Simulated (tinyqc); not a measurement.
What moves the results: carrier statistics of a doped semiconductor with parabolic bands. A value that a table varies takes the place of the one given here.

Eg(T) = Eg0 - al T^2/(T + be); m_de = Mv^(2/3) (ml mt^2)^(1/3); m_dh = (mhh^(3/2) + mlh^(3/2))^(2/3); Nc and Nv from N = 2 (m kB T/(4 pi c))^(3/2) with c = hbar^2/2m0, in 1/angstrom^3; times 1e24 for 1/cm^3.

Energies are counted from Ev, so Ec = Eg. n = Nc F_1/2((EF - Eg)/kT), p = Nv F_1/2(-EF/kT), ND+ = ND/(1 + 2 exp((EF - Eg + ED)/kT)), NA- = NA/(1 + 4 exp((EA - EF)/kT)); neutrality asks p + ND+ = n + NA-. F_j(eta) = (1/Gamma(j + 1)) integral_0^infinity x^j dx/(1 + exp(x - eta)), which tends to exp(eta) for eta << 0.

Constants: hbar^2/2m0 = 3.80998211 eV angstrom^2; kB = 8.617333262e-05 eV/K.

Parameters, chosen for this exercise (near those of InAs; shifted at random, so the results belong to these values and not to a real crystal): Eg0 = 0.4235 eV (gap at 0 K); al = 0.00028 eV/K (Varshni alpha); be = 92 K (Varshni beta); ml = 0.0274 m0 (longitudinal electron mass); mt = 0.0274 m0 (transverse electron mass); Mv = 1 (equivalent valleys); mhh = 0.394 m0 (heavy-hole mass); mlh = 0.0257 m0 (light-hole mass); ND = 1.1e+14 1/cm^3 (donors); NA = 7.6e+13 1/cm^3 (acceptors); ED = 0.00197 eV (donor level below Ec); EA = 0.0145 eV (acceptor level above Ev); T = 400 K.

## Temperature

Neutrality solved at each temperature; ni = sqrt(Nc Nv) exp(-Eg/2kT).

Carriers (1/cm^3):

| T (K) | EF (eV) | n | p | majority / \|ND - NA\| | ni | Eg (eV) |
|---|---|---|---|---|---|---|
| 10 | 0.4196 | 9.85e+12 | <1e-99 | 0.290 | 1.16e-91 | 0.4232 |
| 20 | 0.4150 | 2.56e+13 | 2.83e-88 | 0.754 | 8.54e-38 | 0.4225 |
| 40 | 0.4023 | 3.18e+13 | 6.26e-34 | 0.935 | 1.41e-10 | 0.4201 |
| 77 | 0.3732 | 3.33e+13 | 3.06e-07 | 0.980 | 3.19e+03 | 0.4137 |
| 120 | 0.3347 | 3.37e+13 | 1.40e+04 | 0.991 | 6.88e+08 | 0.4045 |
| 200 | 0.2563 | 3.51e+13 | 1.20e+12 | 1.03 | 6.48e+12 | 0.3851 |
| 300 | 0.2321 | 8.30e+14 | 7.97e+14 | 24.4 | 8.14e+14 | 0.3592 |
| 400 | 0.2358 | 1.04e+16 | 1.04e+16 | 306 | 1.05e+16 | 0.3324 |
| 500 | 0.2407 | 5.08e+16 | 5.08e+16 | 1.50e+03 | 5.28e+16 | 0.3053 |
| 600 | 0.2469 | 1.50e+17 | 1.50e+17 | 4.42e+03 | 1.63e+17 | 0.2778 |

How do the results move?

Ionisation is incomplete: the majority density is below 90 % of the net doping at 10 and 20 K, down to a share of 0.29. It is within 10 % of the net doping at 40, 77, 120 and 200 K. At 300, 400, 500 and 600 K thermal pairs lift it more than 10 % above the net doping; ni has reached 1.63e+17 1/cm^3 at 600 K against a net doping of 3.40e+13. For so narrow a gap the hottest rows are formal: EF can enter a band, where the Boltzmann ni is too large, and the crystal may melt. EF goes from 0.420 eV to 0.247 eV, where midgap is 0.139 eV and the intrinsic level (Boltzmann) 0.243 eV.

## Doping level

Only donors are present (NA = 0); eta is the distance of EF beyond the conduction edge in units of kT.

Neutral state:

| ND (1/cm^3) | EF (eV) | majority (1/cm^3) | ionised share | eta |
|---|---|---|---|---|
| 1.0e+14 | 0.2359 | 1.04e+16 | 0.886 | -2.80 |
| 1.0e+15 | 0.2373 | 1.08e+16 | 0.882 | -2.76 |
| 1.0e+16 | 0.2496 | 1.54e+16 | 0.839 | -2.40 |
| 1.0e+17 | 0.2982 | 5.78e+16 | 0.561 | -0.99 |
| 1.0e+18 | 0.3527 | 2.08e+17 | 0.208 | 0.59 |
| 3.0e+18 | 0.3778 | 3.37e+17 | 0.112 | 1.32 |
| 1.0e+19 | 0.4060 | 5.30e+17 | 0.053 | 2.13 |
| 3.0e+19 | 0.4326 | 7.56e+17 | 0.025 | 2.91 |

How do the results move?

The impurity level lies at 0.3305 eV. The ionised share falls from 0.886 to 0.025 as EF passes through it between 1e+17 and 1e+18 1/cm^3 (share 1/3 there); it is below one half from 1e+18 1/cm^3 on. Over the last two rows the doping grows threefold and the majority density by a factor 1.43. EF comes within 3 kT of the majority band edge from 1e+14 1/cm^3 on. Above roughly 9e+14 1/cm^3 (N^(1/3) a = 0.26, with the radius a = sqrt(c/(m E)) from the ionisation energy E and the mass (ml mt^2)^(1/3)) the levels merge with the band and real ionisation is complete; sharp levels then overstate freeze-out.

## What each input does

Neutrality solved anew for each case. Each row changes one parameter from the base and keeps the others.

Results:

| case | EF (eV) | n (1/cm^3) | p (1/cm^3) |
|---|---|---|---|
| base | 0.2358 | 1.04e+16 | 1.04e+16 |
| T = 380 K | 0.2350 | 6.91e+15 | 6.88e+15 |
| ND = 2.2e+14 1/cm^3 | 0.2360 | 1.04e+16 | 1.03e+16 |
| NA = 9.88e+13 1/cm^3 | 0.2358 | 1.04e+16 | 1.04e+16 |
| Eg0 = 0.4735 eV | 0.2607 | 5.07e+15 | 5.04e+15 |
| mt = 0.0329 m0 | 0.2326 | 1.14e+16 | 1.14e+16 |
| mhh = 0.4728 m0 | 0.2405 | 1.19e+16 | 1.19e+16 |
| ED = 0.003 eV | 0.2358 | 1.04e+16 | 1.04e+16 |

What does this show?

The largest shifts from the base row, up to three for each result and ties (the steps differ in size, so this ranks the rows, not the parameters). EF (eV): Eg0 +0.0249, mhh +0.0047, mt -0.0032; unchanged at the printed digits by NA and ED. n (1/cm^3): Eg0 -5.33e+15, T -3.49e+15, mhh +1.48e+15; unchanged at the printed digits by ND, NA and ED. p (1/cm^3): Eg0 -5.33e+15, T -3.50e+15, mhh +1.48e+15; unchanged at the printed digits by NA and ED.

Computed by tinyqc, a small Python program: `OMP_NUM_THREADS=1 python tinyqc.py 1652266 1652267 out.jsonl` (the numbers bound the seed that draws the inputs); one thread of a shared host (Intel(R) Xeon(R) Processor @ 2.30GHz), about 0.01 s for the whole set of steps.
